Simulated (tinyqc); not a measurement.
# Surface photovoltage measurement of the minority-carrier diffusion length in a wafer, step by step

A worked calculation. Computed by tinyqc, a small Python program that keeps every step. Command: `OMP_NUM_THREADS=1 python tinyqc.py 3130544 3130545 out.jsonl spv walk`. One thread of a shared host (Intel(R) Xeon(R) Processor @ 2.30GHz), about 0.01 s of CPU time with the checks. Intermediate numbers are printed to about 7 digits and carried at full precision; extremes and crossings named in words are read from the listed rows.

Low injection, steady light, a depletion layer much thinner than 1/alpha and L. The excess density dn is taken at the front edge of the neutral region; light that reaches the back is lost.

Inputs (values chosen for the exercise, modelled on p-type silicon at room temperature): diffusion length L = 28 micrometre; wafer thickness W = 625 micrometre; diffusivity D = 25.1 cm^2/s; front recombination velocity S_f = 1500 cm/s; back recombination velocity S_b = 110 cm/s; photon flux entering = 6e+11 1/(cm^2 s); minority density at the surface barrier scale n_0 = 2.5e+08 1/cm^3; temperature T = 298 K; wavelength = 967 nm; relative noise of each reading = 1 %; diffusion length after pair splitting over L = 0.5; iron factor C = 1.09e+16 micrometre^2/cm^3.

Constants: k_B = 8.617333262e-05 eV/K.

## One wavelength

alpha = (84.732/lambda - 76.417)^2 per cm with lambda in micrometre (an empirical fit for silicon between 0.7 and 1.05 micrometre). Thick wafer: dn = Phi L/((S_f + D/L)(L + 1/alpha)). Finite wafer, with s = S_b L/D, w = W/L, a = alpha L: dn = [Phi a/(a^2 - 1)] [a - B - exp(-alpha W)(a - s)/(cosh w + s sinh w)]/(S_f + B D/L), B = (sinh w + s cosh w)/(cosh w + s sinh w). Photovoltage V = (k_B T/e) ln(1 + dn/n_0). Lifetime = L^2/D.

alpha = 125.5874 1/cm

penetration depth 1/alpha = 79.62583 micrometre

dn, thick wafer = 1.491706e+07 1/cm^3

B = 1

dn, finite wafer = 1.491706e+07 1/cm^3

photovoltage V = 1.488287 mV

lifetime = 0.3123506 microsecond

## The linear plot

normal deviates g for the noise: [0.84, 1.02, 0.77, 0.22, 0.01, -1.74, -0.33]

Readings y = (Phi/dn) (1 + noise x g) at 780, 830, 880, 920, 950, 975 and 995 nm; a least-squares line y = c (1/alpha + L_app) gives L_app = intercept/slope.

Readings:
```
lambda (nm)  1/alpha (micrometre)  y (cm/s)  line (cm/s)
780                        9.6364  14183.81     14223.05
830                       15.1760  16300.51     16264.84
880                       25.3298  20084.13     20007.39
920                       40.6576  25715.48     25656.97
950                       61.2783  33368.83     33257.45
975                       90.9173  43669.01     44181.92
995                      130.8877  59184.26     58914.39
```

slope = 368.5846 cm/(s micrometre)

apparent length L_app = 28.95185 micrometre

error of L_app (rounded to 0.001) = 3.399 %

At W/L = 22.3 the finite thickness shifts L_app by less than 0.05 %. S_f scales all readings alike and leaves L_app unchanged.

## Where the wafer is too thin

No noise; L is varied at fixed W, and the last two columns set S_b to 0 and to 1e7 cm/s.

Apparent length (micrometre):
```
L            W/L  given S_b   S_b = 0  S_b = 1e7
31.2    20.03205     31.200    31.200    31.2000
62.5    10.00000     62.500    62.500    62.4998
125.0    5.00000    125.101   125.115   124.8542
188.0    3.32447    189.692   190.024   185.7057
312.0    2.00321    331.365   338.142   285.5359
500.0    1.25000    587.403   647.187   376.1282
812.0    0.76970   1032.943  1396.394   438.2315
1310.0   0.47710   1570.430  3034.829   468.9400
2500.0   0.25000   2111.009  7352.900   484.6571
```

With a fast back surface L_app levels off, at 485 micrometre in the last row; with a passive one it reaches up to 2.94 times L among these rows and is 7350 in the last. All three columns are within 5 % of L down to W/L = 3.3.

## Iron from two lengths

Splitting iron-boron pairs in boron-doped silicon shortens L; with nothing else changing, [Fe] = C (1/L_after^2 - 1/L^2). It is evaluated with the true lengths and with the apparent ones (without noise), which differ when the wafer is not thick against L.

L_after = 14 micrometre

[Fe] from the true lengths = 4.170918e+13 1/cm^3

[Fe] from the apparent lengths = 4.170918e+13 1/cm^3

bias, apparent over true less 1 (rounded to 0.001) = 0 %

Checks made by the program: dn against a finite-difference solution (relative difference 2e-06).
